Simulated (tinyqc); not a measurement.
From results back to parameters: nanosheet or nanowire with hard walls, valleys of the Si type. Two cases, with inputs chosen for the exercise.

Problem. In a hard-walled rectangle E(n, l) = c pi^2 (n^2/(m_y W^2) + l^2/(m_z H^2)), c = hbar^2/2m0. Two levels were computed from hidden W and H.

Constants: hbar^2/2m0 = 3.80998211 eV angstrom^2.

Case 1.

Values chosen (out of a larger set: near those of Si; not measured data): m_y = 0.193 m0 (mass across the width); m_z = 0.915 m0 (mass along the height).

E(1, 1) = 0.033296 eV
E(2, 1) = 0.056128 eV

Case 2.

Values chosen (out of a larger set: near those of Si; not measured data): m_y = 0.188 m0 (mass across the width); m_z = 0.923 m0 (mass along the height).

E(1, 1) = 0.011810 eV
E(2, 1) = 0.023663 eV

Find: width term; height term; W; H.

Solution. The difference of the two levels is three times the width term; the rest of E(1, 1) is the height term.

Case 1.

width term = 7.61 meV
height term = 25.69 meV
W = 160.0 angstrom
H = 40.0 angstrom

Case 2.

width term = 3.95 meV
height term = 7.86 meV
W = 225.0 angstrom
H = 72.0 angstrom

Computed by tinyqc, one run a case: `OMP_NUM_THREADS=1 python tinyqc.py N N+1 out.jsonl` with N = 1281363, 1281371; one thread of a shared Intel(R) Xeon(R) Processor @ 2.30GHz, about 0.05 s a run at most.
